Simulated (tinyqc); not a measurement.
Sp3 tight binding, zinc-blende lattice, step by step. One step of it, computed by the program tinyqc.

Problem. Bloch Hamiltonian at X. Slater-Koster rules over the four bonds with direction cosines (l, m, n): ss V_ss; s-px l V_sp; px-s -l V_sp; px-px l^2 V_pps + (1 - l^2) V_ppp; px-py l m (V_pps - V_ppp); each times exp(i k.d).

Parameters chosen for this model: zinc-blende lattice, anion at 0, cation at a/4 (1,1,1); V = eta hbar^2 / (m d^2), hbar^2/m = 7.619964 eV angstrom^2:
```
parameter          value      unit
a               5.140000  angstrom
d               2.225685  angstrom
Es anion      -13.020000        eV
Ep anion       -6.420000        eV
Es cation     -11.620000        eV
Ep cation      -5.680000        eV
eta ss         -1.290000
eta sp          1.760000
eta pp sigma    3.130000
eta pp pi      -0.560000
V ss           -1.984336        eV
V sp            2.707311        eV
V pp sigma      4.814706        eV
V pp pi        -0.861417        eV
```

k point X (2 pi / a): 1  0  0

Give: H(k) at X.

Solution.

H(k) at X (eV):
```
               a s          a px          a py          a pz
a s        -13.020         0.000         0.000         0.000
a px         0.000        -6.420         0.000         0.000
a py         0.000         0.000        -6.420         0.000
a pz         0.000         0.000         0.000        -6.420
c s          0.000  0.000+6.252i         0.000         0.000
c px  0.000-6.252i         0.000         0.000         0.000
c py         0.000         0.000         0.000  0.000-7.568i
c pz         0.000         0.000  0.000-7.568i         0.000

               c s          c px          c py          c pz
a s          0.000  0.000+6.252i         0.000         0.000
a px  0.000-6.252i         0.000         0.000         0.000
a py         0.000         0.000         0.000  0.000+7.568i
a pz         0.000         0.000  0.000+7.568i         0.000
c s        -11.620         0.000         0.000         0.000
c px         0.000        -5.680         0.000         0.000
c py         0.000         0.000        -5.680         0.000
c pz         0.000         0.000         0.000        -5.680
```
